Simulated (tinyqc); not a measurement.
# Changing the z J_AB

Model: two-sublattice mean-field magnet: ferrimagnet, compensation points and susceptibility. Computed by tinyqc, a small Python program. Command: `OMP_NUM_THREADS=1 python tinyqc.py 3003007 3003008 out.jsonl ferri sweep`. One thread of a shared host (Intel(R) Xeon(R) Processor @ 2.30GHz), about 0.04 s of CPU time with the checks.

A random alloy A(1-x)B(x) with H = -sum over pairs J S_i.S_j. a = <S_A> and b = <S_B> are taken along z, a > 0. Exchange fields: h_A = (1 - x) zJ_AA a + x zJ_AB b, h_B = (1 - x) zJ_AB a + x zJ_BB b; a = S_A B_(S_A)(S_A h_A/(k_B T)) and likewise for b, with the Brillouin function B_S(y) = [(2S + 1)/(2S)] coth[(2S + 1) y/(2S)] - [1/(2S)] coth[y/(2S)].

Inputs (values chosen for the exercise, for a model ferrimagnet): spin S_A = 2.5; spin S_B = 1.5; g factor g_A = 2; g factor g_B = 2; fraction x of B sites = 0.3; z J_AA = 9.39 meV; z J_BB = 1.1 meV; T over T_c = 0.33; largest number of steps = 3000.

Constants: k_B = 8.617333262e-05 eV/K.

Method:
- Linearised, T (a, b) = M (a, b) with M_ij = S_i (S_i + 1) c_j zJ_ij/(3 k_B), c_A = 1 - x, c_B = x. T_c is the larger eigenvalue, and its eigenvector gives b/a at onset, (T_c - M_AA)/M_AB.
- Repeat from a = S_A, b = -S_B until a and b change by less than 1e-10.
- Net moment m = (1 - x) g_A a + x g_B b in mu_B per site; net spin s = (1 - x) a + x b. At T = 0, a = S_A and b = -S_B. Effective g = m/s.
- T_M: m = 0; T_A: s = 0; searched between 0.02 and 0.97 T_c, and given as 0 if there is no change of sign.

One run for each value:
```
z J_AB (meV)  T_c (K)       b  net moment m (mu_B)  magnetic compensation T_M (K)
-9.40           258.4  -1.381                2.571                              0
-8.10           250.1  -1.345                2.593                              0
-6.80           242.5  -1.290                2.624                              0
-5.60           236.4  -1.214                2.668                              0
-4.30           230.9  -1.085                2.741                              0
-3.00           226.7  -0.879                2.859                              0
-1.70           223.8  -0.565                3.041                              0
-0.47           222.6  -0.167                3.276                              0
```

Over the rows, T_c (K) falls from 258 to 223; b rises from -1.38 to -0.167; net moment m (mu_B) rises from 2.57 to 3.28.

Extremes, crossings and ranges named in words are read from the listed rows.
